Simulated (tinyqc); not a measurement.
Heavy doping: gap narrowing, degeneracy and the minority density, step by step. Values are carried at full precision from step to step, so a last printed digit may differ when a step is redone from the rounded ones.

Empirical narrowing (Slotboom form, constants chosen for the exercise; published fits of this form give the apparent narrowing, here it is taken as the true one): dEg = E0 [ln(N/N0) + sqrt(ln(N/N0)^2 + C)].

Constants: kB = 8.617333262e-05 eV/K; e^2/(4 pi eps0) = 14.39964547 eV angstrom.

Values chosen for the exercise (gap and densities of states near those of Si at this temperature; narrowing constants near the fits for Si; the results hold for these values, not for the real material): N = 1.6e+19 1/cm^3 (ionised donors, equal to the majority density); E0 = 6.66 meV (narrowing scale); N0 = 1.2e+17 1/cm^3 (onset density); C = 0.5 (smoothing constant); Nc = 4.99e+19 1/cm^3 (conduction-band density of states); Eg = 1.084 eV (gap); Nv = 2.11e+19 1/cm^3 (valence-band density of states); T = 450 K; eps = 11.7 (dielectric constant); Mv = 6 (majority valleys).

## Gap narrowing

Evaluate at N.

ln(N/N0) = 4.8929
dEg (empirical fit) = 65.51 meV

Well above N0 each decade of doping adds 2 E0 ln 10 = 30.7 meV.

## Degeneracy of the majority band

F_j(eta) = (1/Gamma(j + 1)) integral_0^infinity x^j dx/(1 + exp(x - eta)), which tends to exp(eta) for eta << 0.

Majority: N = Nc F_1/2(eta), eta the distance of EF beyond the majority band edge in kT. Degeneracy factor gam = F_1/2(eta)/exp(eta). ni0^2 = Nc Nv exp(-Eg/kT); product n p = ni0^2 gam exp(dEg/kT), dEg the true narrowing; apparent narrowing dEa = dEg + kT ln gam; minority density = n p/N.

Solve for eta and form gam.

N/Nc = 0.3206
eta = -1.0246
gam = 0.8933

## Product and minority density

Combine both effects.

ni0 = 2.76e+13 1/cm^3
exp(dEg/kT) = 5.42
dEa = 61.1 meV
sqrt(n p) = 6.07e+13 1/cm^3
minority density = 2.31e+08 1/cm^3

Narrowing multiplies the product by 5.42 and degeneracy by 0.893; together they change the minority density by a factor 4.84 against ni0^2/N.

## Two estimates of the size

Two physical estimates, e2 = e^2/(4 pi eps0), N in 1/angstrom^3: exchange shift at the Fermi level, Ex = (e2/eps) kF/pi with kF = (3 pi^2 N/Mv)^(1/3); screened-pair energy (Lanyon-Tuft), Es = (3/4)(e2/eps) qs with qs^2 = (4 pi e2 N/(eps kT)) F_-1/2(eta)/F_1/2(eta).

Evaluate both at N.

kF = 0.04290 1/angstrom
Ex = 16.81 meV
Es = 69.91 meV

Against the fitted dEg = 65.5 meV, Ex is 0.26 and Es 1.07 times as large; each keeps one mechanism only, and Ex assumes a strongly degenerate gas, while here eta is only -1.02.

## Checks

- Minority density against the Boltzmann occupation of the other band at the narrowed gap (1/cm^3): both 2.305e+08.

tinyqc: `OMP_NUM_THREADS=1 python tinyqc.py 1680534 1680535 out.jsonl`; about 0.01 s, one thread, shared Intel(R) Xeon(R) Processor @ 2.30GHz.
